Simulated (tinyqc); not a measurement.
Well width from the intersubband spacing.

Inverse problem. In an empty well of width L and depth Vb, level k solves kw L/2 = (k - 1) pi/2 + arctan(sqrt((mw/mb)(Vb - E)/E)) with kw = sqrt(mw E/C), C = hbar^2/(2 m0). Find L, E1 and E2 from the spacing.

Parameters, values chosen for the exercise; material values close to those of GaAs in InGaP:
```
symbol,value,unit,meaning
mw,0.066,m0,mass along z in the well
mb,0.0888,m0,mass along z in the barriers
Vb,0.151,eV,barrier height
```

Constants: q = 1.602176634e-19 C, hbar = 1.054571817e-34 J s, m0 = 9.1093837015e-31 kg, hbar^2/(2 m0) = 0.0380998212 eV nm^2. Results are converted to the units shown.

E2 - E1 = 24.124521 meV

Answer. Both levels are solved for trial widths until their difference matches. A second level is bound only for L above 6.14 nm, and over that range one width gives this spacing.

L = 22.00 nm
E1 = 8.083 meV
E2 = 32.21 meV

Program tinyqc, `OMP_NUM_THREADS=1 python tinyqc.py 2140137 2140138 out.jsonl`; Intel Xeon 2.30GHz, shared host, one thread, about 0.2 s.
